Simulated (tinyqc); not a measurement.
Spin curve: spin coating of a resist or spin-on film: centrifugal thinning, evaporation and the final thickness (Emslie and Meyerhofer models). Computed by tinyqc, a small Python program. Command: `OMP_NUM_THREADS=1 python tinyqc.py 3110528 3110529 out.jsonl spincoat walk`. One thread of a shared host (Intel(R) Xeon(R) Processor @ 2.30GHz), about 0.09 s of CPU time with the checks.

A Newtonian film stays uniform over the wafer; solvent and solids have the same density and the concentration is uniform through the thickness.

Inputs (values chosen for the exercise, of the order of those of a polymer resist in an ester solvent):

| quantity | value | unit |
|---|---|---|
| solids volume fraction c0 | 0.33 | - |
| kinematic viscosity of the solvent nu_s | 2.2 | mm^2/s |
| viscosity constant k | 2200 | mm^2/s |
| viscosity exponent gamma | 2.8 | - |
| spin speed f | 6000 | rpm |
| evaporation rate at 1000 rpm e0 | 0.15 | micrometre/s |
| starting thickness h0 | 900 | micrometre |
| wafer radius R | 100 | mm |

Method:
- omega = 2 pi f/60; nu(c) = nu_s + k c^gamma; evaporation rate e = e0 sqrt(f/1000 rpm).
- Flow constant K = 2 omega^2/(3 nu(c0)); Reynolds number of the air omega R^2/nu_air with nu_air = 15 mm^2/s.
- Meyerhofer estimate: flow rules until (1 - c0) K h^3 = e, then evaporation alone: h_w = (e/((1 - c0) K))^(1/3), dry film c0 h_w.
- Full model for solids s and liquid l per area, h = s + l, c = s/h: ds/dt = -c Q, dl/dt = -(1 - c) Q - e, Q = 2 omega^2 h^3/(3 nu(c)); integrated adaptively (relative tolerance 1e-9) until l = 0.

dry film, estimate = 1962.16 nm

Dry film against speed:

| f (rpm) | full model (nm) | estimate (nm) | time to dry (s) |
|---|---|---|---|
| 500 | 7395.8 | 6797.1 | 166.18 |
| 1000 | 5229.6 | 4806.3 | 83.10 |
| 1500 | 4270.0 | 3924.3 | 55.40 |
| 2000 | 3697.9 | 3398.6 | 41.55 |
| 3000 | 3019.3 | 2774.9 | 27.70 |
| 4000 | 2614.8 | 2403.1 | 20.78 |
| 6000 | 2135.0 | 1962.2 | 13.85 |

What follows from these numbers?

The full thickness goes as f^-0.500; the estimate as (e/omega^2)^(1/3) = f^(-1/2). The time to dry goes as f^-1.00. A thickness window of 1 % allows a speed error of about 2 %. Caution: above a Reynolds number of about 3e5 the air flow near the rim turns turbulent, and evaporation is no longer uniform.
